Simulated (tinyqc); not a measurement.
Disorder broadening of a flat band (such as a Landau level) in the self-consistent Born approximation: one step of the calculation.

The local Green function is G = g0(z - Sigma) with z = E + i eta and g0(z) = 1/z; the self-energy is Sigma = D G. The density of states is -Im G/pi.

Problem. Born step. G = g0(z - Sigma), Sigma(out) = D G, Sigma(new) = Sigma + mix (Sigma(out) - Sigma).

Values chosen for this exercise: variance of the random potential D = 0.34 eV^2; bare broadening eta = 0.067 eV; energy from the band centre E = 0.034 eV; mixing mix = 0.3.

Sigma after iteration 2 = 0.39998265-0.91362043i eV

Find: G; Sigma(out); Sigma after iteration 3.

Solution.

G = -0.33406-0.89509i 1/eV
Sigma(out) = -0.11358-0.30433i eV
Sigma after iteration 3 = 0.24591-0.73083i eV

Range of the model: The self-consistent Born approximation misses band tails from rare fluctuations and localisation.

Numbers from tinyqc (`OMP_NUM_THREADS=1 python tinyqc.py 2720036 2720037 out.jsonl`; about 0.01 s on one thread of a shared Intel Xeon 2.30GHz).
